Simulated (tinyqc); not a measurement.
Worked calculation: field-effect mobility of a thin-film transistor with band-tail and deep states (multiple trapping). Computed by tinyqc, a small Python program that keeps every step. Command: `OMP_NUM_THREADS=1 python tinyqc.py 3012146 3012147 out.jsonl tft walk`. One thread of a shared host (Intel(R) Xeon(R) Processor @ 2.30GHz), about 0.07 s of CPU time with the checks. Intermediate numbers are printed to about 5 digits and carried at full precision; extremes and crossings named in words are read from the listed rows.

A thick film in accumulation at small drain voltage. Only free electrons move; trapped ones still screen the gate. N_c and mu_0 are held fixed when T changes, leaving out the T^(3/2) growth of N_c. x = E_0 - psi is the distance of the Fermi level below the band edge.

Inputs (values chosen for the exercise, modelled on nanocrystalline ZnO):
```
quantity                                           value         unit
permittivity eps                                     8.5            -
effective density of states N_c                  3.7e+18       1/cm^3
band mobility mu_0                                    40   cm^2/(V s)
tail density at the edge g_t                     1.3e+20  1/(eV cm^3)
tail width E_t                                        69          meV
deep-state density g_d                           1.2e+17  1/(eV cm^3)
flat-band Fermi level below the edge, E_0           0.43           eV
equivalent oxide thickness t                          12           nm
surface band bending psi_s as a fraction of E_0     0.69            -
temperature T                                        300            K
```

Deep states: included.

Constants: k_B = 8.617333262e-05 eV/K; e = 1.602176634e-19 C; eps_0 = 8.8541878128e-12 F/m.

## Free and trapped densities

F_j(eta) = int_0^infinity x^j/(1 + exp(x - eta)) dx, without a gamma-function factor. Integrals over x = E/(k_B T) use 160 Gauss-Legendre points in u = sqrt(x) from 0 to sqrt(max(eta, 0) + 32). Free n(x) = N_c (2/sqrt(pi)) F_1/2(-x/k_B T), with F_1/2 from its two-term series in exp(-x/k_B T) for x >= 12 k_B T; tail n_t(x) = int_0^1.2eV g_t exp(-E/E_t)/(1 + exp((x - E)/k_B T)) dE, E counted down from the edge, 120 Gauss-Legendre points; deep charge g_d psi; space charge rho(psi) = n + n_t + g_d psi less its value at psi = 0.

Local densities at x = 0.4, 0.3, 0.2, 0.15, 0.1, 0.05, 0 and -0.05 eV:
```
x (eV)  n (1/cm^3)  n_t (1/cm^3)  n/(n + n_t)
0.40    7.0550e+11    3.4713e+16   2.0323e-05
0.30    3.3762e+13    1.4784e+17   2.2832e-04
0.20    1.6154e+15    6.2765e+17   2.5671e-03
0.15    1.1165e+16    1.2841e+18   8.6198e-03
0.10    7.6752e+16    2.5724e+18   2.8973e-02
0.05    5.0949e+17    4.8021e+18   9.5920e-02
0.00    2.8310e+18    7.3716e+18   2.7748e-01
-0.05   1.0094e+19    8.6435e+18   5.3871e-01
```

E_t/k_B T = 2.67: deep in the tail n_t follows exp(-x/E_t), more slowly than n, so the free share grows as the Fermi level rises.

## One gate voltage

Poisson: F(psi) = sqrt((2 e/(eps eps_0)) int_0^psi rho dpsi'); V_G - V_FB = psi_s + eps F(psi_s) t/3.9; free sheet density N_f = int (n - n(E_0))/F dpsi; induced sheet density N_i = eps eps_0 F(psi_s)/e; trapezoid rule on 301 even points in psi, the first interval left out of N_f. mu_eff = mu_0 N_f/N_i; field-effect mobility mu_FE = mu_0 e (dN_f/dV_G)/C_ox and swing S = dV_G/dlog10(N_f), by a central difference of +/- 2 mV in psi_s; C_ox = 3.9 eps_0/t.

surface field = 217.50 kV/cm

V_G - V_FB = 0.86554 V

free sheet density N_f = 3.1639e+09 1/cm^2

induced sheet density N_i = 1.0217e+12 1/cm^2

effective mobility mu_eff = 0.12387 cm^2/(V s)

field-effect mobility mu_FE = 0.41541 cm^2/(V s)

swing S = 390.82 mV/decade

0.31 % of the induced charge is free. mu_FE exceeds mu_eff because the free share is still growing with V_G. The swing is 6.57 times the ideal ln(10) k_B T/e.

## Transfer curve

The formulas are those given above.

Against the band bending:
```
psi_s (V)  V_G - V_FB (V)  N_f (1/cm^2)  mu_eff (cm^2/(V s))  mu_FE (cm^2/(V s))  S (mV/decade)
0.15               0.3212    3.9565e+07           5.1473e-03          9.3991e-03          216.0
0.21               0.5001    2.2562e+08           1.7320e-02          4.4307e-02          261.3
0.27               0.7351    1.3893e+09           6.6521e-02          2.0929e-01          340.6
0.31               0.9380    4.7762e+09           1.6938e-01          5.8354e-01          420.0
0.34               1.1230    1.2119e+10           3.4472e-01          1.2495e+00          497.7
0.38               1.4247    4.1700e+10           8.8898e-01          3.3695e+00          635.0
0.41               1.7001    1.0268e+11           1.7727e+00          6.7290e+00          782.9
0.44               2.0237    2.3780e+11           3.3440e+00          1.2009e+01         1015.7
0.47               2.4019    4.9493e+11           5.7056e+00          1.8103e+01         1402.1
```

The steepest swing among the rows is 216 mV/decade. mu_eff climbs from 0.0051 to 5.7, 14 % of mu_0 in the last row. Between rows 6 and 7 N_f scales as (V_G - V_FB - psi_s)^4.27; an exponential tail holding all the charge would give the larger of 1 and 2 E_t/k_B T - 1, here 4.34, and free charge alone 1; charge in deep states makes the exponent larger and lets it vary with V_G.

Checks made by the program: tail integral against adaptive quadrature (relative difference below 1e-10).
